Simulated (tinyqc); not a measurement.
Slater-Koster d bands of a bcc metal, step by step. Values are carried at full precision from step to step, so a last printed digit may differ when a step is redone from the rounded ones.

Slater-Koster d bands. For a bond with direction cosines (l, m, n) the 5 x 5 block is dds Ps + ddp Pp + ddd (1 - Ps - Pp), the projectors on sigma, pi and delta states about the bond; for instance <xy|xy> = 3 l^2 m^2 dds + (l^2 + m^2 - 4 l^2 m^2) ddp + (n^2 + l^2 m^2) ddd, <xy|yz> = 3 l m^2 n dds + l n (1 - 4 m^2) ddp + l n (m^2 - 1) ddd and <3z2-r2|3z2-r2> = (n^2 - (l^2 + m^2)/2)^2 dds + 3 n^2 (l^2 + m^2) ddp + (3/4)(l^2 + m^2)^2 ddd. H(k) sums the blocks times cos(k.R) over the neighbours; the d level is the zero of energy; k in 2 pi/a.

Values chosen for the exercise (of the size met in Fe; shifted at random, so the results belong to these values and not to a real crystal): dds = -0.66 eV (dd sigma); ddp = 0.416 eV (dd pi); ddd = -0.073 eV (dd delta); f2 = 0.487 (factor on all three integrals for second neighbours); k = (0.86, 0.31, 0) 2 pi/a (wave vector); Nd = 6 (d electrons per atom).

## The block of one bond

Direction (1,1,1)/sqrt3; its eigenvalues must be dds once, ddp twice and ddd twice.

block (eV):
```
             xy       yz       zx    x2-y2   3z2-r2
xy      -0.1600  -0.2500  -0.2500        0  -0.1882
yz      -0.2500  -0.1600  -0.2500  -0.1630   0.0941
zx      -0.2500  -0.2500  -0.1600   0.1630   0.0941
x2-y2         0  -0.1630   0.1630   0.2530        0
3z2-r2  -0.1882   0.0941   0.0941        0   0.2530
```

## Levels at Gamma

Neighbours: eight at (a/2)(1,1,1) and equivalents, and six at a(1,0,0) and equivalents with the integrals times f2.

Summing the blocks at k = 0 gives E(t2g) = (8/3) dds + (16/9) ddp + (32/9) ddd + f2 (4 ddp + 2 ddd), E(eg) = (16/3) ddp + (8/3) ddd + f2 (3 dds + 3 ddd).

levels (eV): t2g (threefold) -0.5407, eg (twofold) 0.9531

The t2g level lies lower, by 1.4938 eV.

## The Hamiltonian at one k

Sum over the neighbours.

H(k) (eV):
```
            xy      yz      zx    x2-y2   3z2-r2
xy      0.6890       0       0        0   0.5302
yz           0  0.8617  0.7043        0        0
zx           0  0.7043  1.3406        0        0
x2-y2        0       0       0  -1.2351   0.2489
3z2-r2  0.5302       0       0   0.2489  -1.7299
```

## Levels and character

Diagonalise H; t2g is xy, yz, zx and eg the other two.

levels (eV): -1.9269  -1.1505  0.3573  0.8014  1.8451

weights:
```
     band 1  band 2  band 3  band 4  band 5
t2g   0.035   0.009   1.000   0.956   1.000
eg    0.965   0.991   0.000   0.044   0.000
```

## Levels at points of symmetry

Coordinates: G (0, 0, 0), H (1, 0, 0), N (0.5, 0.5, 0), P (0.5, 0.5, 0.5); the others lie half way.

Levels (eV):
```
k        band 1  band 2  band 3  band 4  band 5
G        -0.541  -0.541  -0.541   0.953   0.953
G-H 0.5  -0.929  -0.071  -0.071   0.215   0.881
H        -3.095  -3.095   2.019   2.019   2.019
N        -2.090  -1.929   0.929   0.994   2.071
P        -0.739  -0.739  -0.739   1.071   1.071
P-G 0.5  -1.364  -1.364   0.920   0.920   0.962
G-N 0.5  -1.235  -1.098   0.756   0.765   0.941
```

On these points the bands run from -3.095 (H) to 2.071 eV (N).

## Second moment and the rectangular band

mu2 = z (dds^2 + 2 ddp^2 + 2 ddd^2)/5 per orbital, with z = 8 + 6 f2^2. A rectangular band with the same mu2 has width W = sqrt(12 mu2), Fermi level W (Nd/10 - 1/2) and bond energy -W Nd (10 - Nd)/20 (Friedel).

mu2 = 1.4933 eV^2
W = 4.2332 eV
Fermi level = 0.4233 eV
bond energy per atom = -5.0798 eV

The bond energy is the attractive part alone; the repulsion between atoms, left out, cancels a large share of it in the cohesive energy.

## Checks

- Levels at Gamma from the formulas against H(0): they agree to 1e-10 or better.
- Second moment from the formula against the mean square level on the mesh: both 1.49330.

Program tinyqc; command `OMP_NUM_THREADS=1 python tinyqc.py 1480021 1480022 out.jsonl`; about 0.06 s on one thread of a shared Intel(R) Xeon(R) Processor @ 2.30GHz.
